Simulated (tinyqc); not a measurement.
Hubbard chain of 4 sites, step by step. Computed by tinyqc, a small Python program that keeps every step. Settings: hopping = 1.35, U = 6.8, mixing = 0.2, iteration cap = 89. Command: `OMP_NUM_THREADS=1 python tinyqc.py 23585 23586 out.jsonl` (the two numbers bound the seeds that draw the settings). One thread of a shared host (Intel(R) Xeon(R) Processor @ 2.60GHz), about 0.2 s of CPU time with the checks. Later iterations appear only in the table of the cycle.

## Mean-field iteration 1

one-body matrix (hopping and site energies) (eV):
```
           1          2          3          4
1  -0.350000  -1.350000   0.000000   0.000000
2  -1.350000  -0.890000  -1.350000   0.000000
3   0.000000  -1.350000   0.130000  -1.350000
4   0.000000   0.000000  -1.350000  -0.940000
```

U = 6.800000 eV

electrons, up and down: 2  2

mixing = 0.200000

n(up) at the start (a guess, not normalised): 1 0.550000, 2 0.450000, 3 0.550000, 4 0.450000

n(down) at the start (a guess): 1 0.450000, 2 0.550000, 3 0.450000, 4 0.550000

H(up) = T + U n(down), H(down) = T + U n(up); fill the lowest levels; n(new) = n + mixing (n(out) - n); E = tr T (rho up + rho down) + U sum n_up n_down of the output.

levels, up (eV): 0.748079  1.996030  3.660624  5.145267

levels, down (eV): 0.618268  1.741758  3.900899  5.289075

energy = -1.256626 eV

n(up) after iteration 1: 1 0.544374, 2 0.457099, 3 0.528900, 4 0.469627

n(down) after iteration 1: 1 0.409516, 2 0.577477, 3 0.413031, 4 0.599977

## Mean-field iteration 2

As before.

levels, up (eV): 0.723777  1.981092  3.711057  5.134074

levels, down (eV): 0.627728  1.820281  3.871150  5.230841

energy = -1.771508 eV

n(up) after iteration 2: 1 0.564420, 2 0.448004, 3 0.530802, 4 0.456774

n(down) after iteration 2: 1 0.380218, 2 0.596967, 3 0.388864, 4 0.633952

## Convergence

Each step fills the lowest levels of T + U n(other spin) and sets n(new) = n + mixing (n(out) - n); stop when output and input agree to 1e-8.

Course of the cycle:

| iteration | E (eV) | largest \|n(out) - n(in)\| | mean \|n_up - n_down\| |
|---|---|---|---|
| 1 | -1.25662582 | 2.50e-01 | 0.226818 |
| 2 | -1.77150803 | 1.70e-01 | 0.313898 |
| 3 | -2.05647858 | 1.53e-01 | 0.397308 |
| 4 | -2.34490094 | 1.75e-01 | 0.478170 |
| 5 | -2.62517689 | 1.83e-01 | 0.551196 |
| 6 | -2.86973561 | 1.83e-01 | 0.613301 |
| 7 | -3.06768891 | 1.75e-01 | 0.664362 |
| 8 | -3.22079224 | 1.61e-01 | 0.705683 |
| 9 | -3.33584630 | 1.45e-01 | 0.738891 |
| 10 | -3.42059061 | 1.28e-01 | 0.765499 |
| 11 | -3.48210489 | 1.14e-01 | 0.786810 |
| ... | ... | ... | ... |
| 79 | -3.63444141 | 2.19e-06 | 0.880499 |
| 80 | -3.63444141 | 1.85e-06 | 0.880499 |
| 81 | -3.63444141 | 1.57e-06 | 0.880499 |
| 82 | -3.63444141 | 1.33e-06 | 0.880499 |
| 83 | -3.63444141 | 1.12e-06 | 0.880499 |
| 84 | -3.63444141 | 9.49e-07 | 0.880499 |
| 85 | -3.63444141 | 8.02e-07 | 0.880499 |
| 86 | -3.63444141 | 6.79e-07 | 0.880499 |
| 87 | -3.63444141 | 5.74e-07 | 0.880499 |
| 88 | -3.63444141 | 4.85e-07 | 0.880499 |
| 89 | -3.63444141 | 4.11e-07 | 0.880499 |

Not converged within 89 iterations: the residual falls steadily but slowly, by a factor of about 0.85 a step. The lowest mean-field energy found from random starts is -3.63444 eV. Reruns (cap 100 unless said): mixing 0.5: converged in 40 (E = -3.63444); mixing 0.9: converged in 19 (E = -3.63444); the original settings with a cap of 400: converged in 112 (E = -3.63444).

## Exact diagonalisation (36 states)

Lowest levels of the sector, and the double occupancy of the lowest state.

lowest levels (eV): -4.298015  -3.676549  -3.028626  -2.716187  -2.357480  -2.050000

double occupancy per site = 0.065245

## The lowest level by Lanczos steps

From a random start vector (not printed): a_j = <q_j|H|q_j>, b_j = norm of the remainder after orthogonalising; the Ritz value is the lowest eigenvalue of the tridiagonal matrix of a and b so far.

Lanczos:

| j | a_j (eV) | b_j (eV) | lowest Ritz value (eV) |
|---|---|---|---|
| 1 | 3.784167 | 5.685289 | 3.78416744 |
| 2 | 5.105601 | 5.260738 | -1.27866854 |
| 3 | 4.750305 | 3.728543 | -3.10703339 |
| 4 | 3.508429 | 5.127916 | -3.59983810 |
| 5 | 5.160506 | 5.265925 | -3.95426733 |
| 6 | 6.407882 | 4.368220 | -4.19089099 |
| 7 | 7.525577 | 4.005561 | -4.25853443 |
| 8 | 5.569209 | 5.236469 | -4.27263951 |
| 9 | 3.018713 | 3.856312 | -4.28456334 |
| 10 | 5.204496 | 3.318924 | -4.29225091 |
